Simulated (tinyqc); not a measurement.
Worked calculation: band edges of strained Si(1-x)Ge(x) on relaxed Si(1-y)Ge(y). Values are carried at full precision from step to step, so a last printed digit may differ when a step is redone from the rounded ones.

Values are linear in the Ge fraction but for ED(x) = linear - CD x (1 - x) and a(x) = linear - Ca x (1 - x). Energies are on the common scale of Ev.

Values chosen for the exercise (end members near Si and Ge, in this order; shifted at random, so the results belong to these values and not to a real crystal):
- a = (5.429, 5.658) angstrom (lattice constant)
- Dso = (0.044, 0.292) eV (spin-orbit splitting)
- av = (2.43, 1.26) eV (valence hydrostatic potential)
- b = (-2.1, -2.54) eV (tetragonal shear potential)
- d = (-4.86, -5.29) eV (trigonal shear potential)
- C11 = (167.7, 127.7) GPa
- C12 = (63.4, 48.4) GPa
- C44 = (79.6, 67.6) GPa
- Ev = (0, 0.6) eV (top of the unstrained valence band)
- ED = (1.157, 0.937) eV (gap to the Delta valleys)
- EL = (2.021, 0.736) eV (gap to the L valleys)
- aD = (1.78, 1.29) eV (hydrostatic potential of the Delta gap)
- aL = (-3.05, -3.04) eV (hydrostatic potential of the L gap)
- XuD = (9.07, 9.55) eV (uniaxial potential, Delta)
- XuL = (16.26, 14.88) eV (uniaxial potential, L)
- CD = 0.217 eV (bowing of the Delta gap)
- Ca = 0.024 angstrom (bowing of the lattice constant)
- x = 0 (Ge fraction of the layer)
- y = 0.28 (Ge fraction of the relaxed buffer)
- face = 001 (growth face)

## Values of the layer and the buffer

Interpolate at x and at y.

Interpolated values (a in angstrom, C11, C12, C44 in GPa, all else in eV):

| symbol | layer | buffer |
|---|---|---|
| a | 5.4290 | 5.4883 |
| Dso | 0.0440 | 0.1134 |
| av | 2.4300 | 2.1024 |
| b | -2.1000 | -2.2232 |
| d | -4.8600 | -4.9804 |
| C11 | 167.7000 | 156.5000 |
| C12 | 63.4000 | 59.2000 |
| C44 | 79.6000 | 76.2400 |
| Ev | 0.0000 | 0.1680 |
| ED | 1.1570 | 1.0517 |
| EL | 2.0210 | 1.6612 |
| aD | 1.7800 | 1.6428 |
| aL | -3.0500 | -3.0472 |
| XuD | 9.0700 | 9.2044 |
| XuL | 16.2600 | 15.8736 |

## Strain of the layer on a (001) buffer

Coherent growth on a (001) face: e_par = (a(y) - a(x))/a(x), e_perp = -2 (C12/C11) e_par; exx = eyy = e_par, ezz = e_perp, no shear.

Use the elastic constants of the layer.

e_par = 0.010919
e_perp = -0.008256

strain tensor in the cubic axes:
```
          x         y          z
x  0.010919  0.000000   0.000000
y  0.000000  0.010919   0.000000
z  0.000000  0.000000  -0.008256
```

The layer is under tension in the plane; its volume changes by +1.358 %.

## Conduction valleys of the layer

A valley with unit axis u lies at Ev + gap + (av + a_valley) tr(e) + Xu (u.e.u - tr(e)/3); the Delta axes are x, y, z and the L axes [111], [1-1-1], [-11-1], [-1-11]. The second-order shift of the Delta valleys under shear is left out; it lowers the pair normal to the sheared plane by tens of meV at a shear of 1 %.

Give the hydrostatic shifts, the uniaxial shifts and the edges.

hydrostatic shifts of Delta and L (eV): 0.0572  -0.0084

uniaxial shifts (eV): Delta x 0.0580, Delta y 0.0580, Delta z -0.1159, L [111] 0.0000, L [1-1-1] 0.0000, L [-11-1] 0.0000, L [-1-11] 0.0000

valley edges (eV): Delta x 1.2722, Delta y 1.2722, Delta z 1.0982, L [111] 2.0126, L [1-1-1] 2.0126, L [-11-1] 2.0126, L [-1-11] 2.0126

The lowest set is Delta2 (the digit counts whole valleys) at 1.0982 eV; the Delta valleys spread over 174 meV and the L valleys over 0 meV.

## Valence edges of the layer

Valence edges: Ev plus the levels of the 6 x 6 matrix of X, Y, Z times spin with -Dso/3 + l exx + m (eyy + ezz) on the diagonal (cyclic), n exy off it, l = av + 2 b, m = av - b, n = sqrt(3) d. Spin-orbit term (Dso/3) L.sigma on X, Y, Z with (L_k)_ij = -i epsilon_kij: <X+|H|Y+> = -i Dso/3, <X+|H|Z-> = Dso/3, <Y+|H|Z-> = -i Dso/3, <Z+|H|X-> = -Dso/3, <Z+|H|Y-> = i Dso/3, <X-|H|Y-> = i Dso/3, and their conjugates; + and - are the spin along z.

Give the strain block and the three twofold edges.

strain block (eV):
```
         X        Y       Z
X  -0.0073        0       0
Y        0  -0.0073       0
Z        0        0  0.1135
```

edges from the top (eV): 0.1020  -0.0073  -0.0397

The top two edges are split by 109 meV.

## Gap and offsets against the buffer

Buffer: Ev(y) and Ec = Ev(y) + min(ED, EL). dEc = Ec(buffer) - Ec(layer), dEv = Ev(layer) - Ev(buffer); positive values confine the carrier in the layer; type I if both have one sign.

gap of the strained layer = 0.9963 eV
gap of the buffer = 1.0517 eV
dEc = 0.1214 eV
dEv = -0.0660 eV

Type II: electrons collect in the layer (121 meV) and holes in the buffer (66 meV). The relaxed layer would have a gap of 1.157 eV, so strain has moved it by -161 meV.

## Checks

- Mean of the three Delta edges against the hydrostatic shift alone (eV): both 1.21418.

tinyqc: `OMP_NUM_THREADS=1 python tinyqc.py 1080643 1080644 out.jsonl`; about 0.02 s, one thread, shared Intel(R) Xeon(R) Processor @ 2.30GHz.
